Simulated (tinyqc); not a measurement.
Long-channel MOSFET, surface-potential model: two steps of the calculation.

n-channel transistor on a uniformly doped p-type body, gradual-channel approximation, constant mobility, Boltzmann statistics, full ionisation. Potentials are counted from the neutral body; V is the electron quasi-Fermi potential, Vsb at the source and Vsb + Vds at the drain. Charges are magnitudes per area.

Inputs (values chosen for the exercise); material values those of a made-up semiconductor:
```
symbol  value  unit                   meaning
T         273     K               temperature
Vfb     -0.59     V         flat-band voltage
Vsb         2     V  source-body reverse bias
Vgs      0.26     V       gate-source voltage
```

Constants: q = 1.602176634e-19 C, kB = 1.380649e-23 J/K, Vt = kB T/q. Results are converted to the units shown.

Problem 1. Surface potential at the source by Newton steps. With V = Vsb: G = psi - Vt + Vt e, e = exp((psi - 2 phiF - Vsb)/Vt); f = Vgs + Vsb - Vfb - psi - gamma sqrt(G); f' = -1 - gamma (1 + e)/(2 sqrt(G)); psi(new) = psi - f/f'.

psi at the start (the smaller of 2 phiF + Vsb + 4 Vt and the root without inversion charge) = 2.6753400 V
phiF = 0.29061886 V
gamma = 0.054228360 V^0.5

Find: G; f; f'; psi after iteration 1.

Solution 1.

G = 3.9363 V
f = 0.067070 V
f' = -1.7599
psi after iteration 1 = 2.7135 V

Problem 2. Inversion charge along the channel. The surface potential psi at channel potential V solves Vgs + Vsb - Vfb - psi = gamma sqrt(G), G = psi - Vt + Vt exp((psi - 2 phiF - V)/Vt). Charge sheet: Qi = Cox gamma [sqrt(G) - sqrt(psi - Vt)]. Pao-Sah: Qi = (Cox gamma/2) integral from 3 Vt to psi of exp((u - 2 phiF - V)/Vt)/sqrt(G(u, V)) du.

```
point,V (V)
0,2
1,2.3333333
2,2.6666667
3,3
4,3.3333333
5,3.6666667
6,4
```

phiF = 0.29061886 V
Cox = 1.9232120 uF/cm^2
gamma = 0.054228360 V^0.5

Find: psi; Qi, charge sheet; Qi, Pao-Sah.

Solution 2.

```
point,psi (V),"Qi, charge sheet (nC/cm^2)","Qi, Pao-Sah (nC/cm^2)"
0,2.705,108.5,108.9
1,2.760,0.001052,0.001056
2,2.760,7.386e-10,7.418e-10
3,2.760,5.186e-16,5.209e-16
4,2.760,3.641e-22,3.657e-22
5,2.760,2.557e-28,2.568e-28
6,2.760,1.795e-34,1.803e-34
```

At the source the charge-sheet charge is 0.38 % below the Pao-Sah one.

tinyqc, about 0.03 s, one thread, Intel Xeon 2.30GHz (shared host): `OMP_NUM_THREADS=1 python tinyqc.py 2360058 2360059 out.jsonl`
